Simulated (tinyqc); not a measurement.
Nucleation and growth of vacancy voids in a cooling silicon-like crystal: one step, computed by the program tinyqc. Command: `OMP_NUM_THREADS=1 python tinyqc.py 3031694 3031695 out.jsonl voids walk`. One thread of a shared host (Intel(R) Xeon(R) Processor @ 2.30GHz), about 0.9 s of CPU time with the checks.

Spherical voids; vacancies are lost only to voids.

Problem. Nucleation rate at T with the initial excess. C_e = C_m exp[-(E_f/k_B)(1/T - 1/T_m)]; D = D0 exp(-E_m/(k_B T)); f = k_B T ln(C/C_e); r* = 2 gamma/(rho f); W* = 16 pi gamma^3/(3 rho^2 f^2); Z = f/sqrt(12 pi W* k_B T); I = rho Z (4 pi r* D C) exp(-W*/(k_B T)).

Inputs (values chosen for the exercise, close to those used for silicon):

| quantity | value | unit |
|---|---|---|
| vacancy density at the melting point C_m | 4.1e+14 | 1/cm^3 |
| formation energy E_f | 3.75 | eV |
| melting point T_m | 1685 | K |
| diffusion prefactor D0 | 0.00067 | cm^2/s |
| migration energy E_m | 0.38 | eV |
| site density rho | 5e+22 | 1/cm^3 |
| void surface energy gamma | 0.866 | J/m^2 |
| temperature of the worked step T | 1380 | K |

initial excess C = 1.242529e+14 1/cm^3

Constants: k_B = 8.617333262e-05 eV/K; k_B = 1.380649e-23 J/K; e = 1.602176634e-19 C.

Give: C_e; D; driving force f; critical radius r*; W*/(k_B T); rate I.

Solution.

C_e = 1.3610e+12 1/cm^3

D = 2.7435e-05 cm^2/s

driving force f = 0.53681 eV

critical radius r* = 0.40276 nm

W*/(k_B T) = 30.884

rate I = 4.4121e+11 1/(cm^3 s)

Cooling by 10 K multiplies I by 10: nucleation switches on within a narrow range of temperature. Caution: at such a rate voids would have used up the initial excess before the crystal cooled to this T.
